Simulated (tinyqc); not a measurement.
Self-consistent Fermi level with native defects, at growth and after a quench: one step, computed by the program tinyqc.

Energies are counted from the top of the valence band (VBM); when the gap shrinks with temperature the conduction band moves and the levels stay. D and A draw on one reservoir with opposite signs, as the two vacancies of a compound do.

Task: Equilibrium at growth. n = N_c F_1/2((E_F - E_g)/k_B T), p = N_v F_1/2(-E_F/k_B T). F_1/2(eta) = (2/sqrt(pi)) int_0^infinity sqrt(x)/(1 + exp(x - eta)) dx, by the trapezoid rule in t = sqrt(x) with step 0.02 up to t = 12 (for eta < -12 by exp(eta) - exp(2 eta)/2^(3/2)). In equilibrium c_q = N_s exp(-(E_f(q, 0) + q E_F)/k_B T). Net charge = p - n + sum q c_q; the log ratio is ln(positive charge/negative charge). E_F is the root of the log ratio, by 50 bisections between -0.5 eV and E_g + 0.5 eV.

Inputs (values chosen for the exercise, with bands modelled on CdS): site density N_s = 3.1e+22 cm^-3; growth temperature T_g = 1110 K.

Added shallow dopant: none.

E_g(T_g) = 2.2708 eV

N_c(T_g) = 1.537894e+19 cm^-3

N_v(T_g) = 1.348051e+20 cm^-3

k_B T_g = 0.09565240 eV

E_f(q, E_F = 0) (eV): D(+2) -1.284, D(+1) -0.184, D(0) 1.566, A(0) 2.794, A(-1) 3.718

Give: E_F at growth; n at growth; p at growth; Defects at growth; total D; total A.

Result:

E_F at growth = 1.592 eV

n at growth = 1.271e+16 cm^-3

p at growth = 7.981e+12 cm^-3

Defects at growth:

| state | E_f (eV) | c (cm^-3) |
|---|---|---|
| D(+2) | 1.900 | 7.343e+13 |
| D(+1) | 1.408 | 1.256e+16 |
| D(0) | 1.566 | 2.405e+15 |
| A(0) | 2.794 | 6.392e+09 |
| A(-1) | 2.126 | 6.887e+12 |

total D = 1.504e+16 cm^-3

total A = 6.893e+12 cm^-3
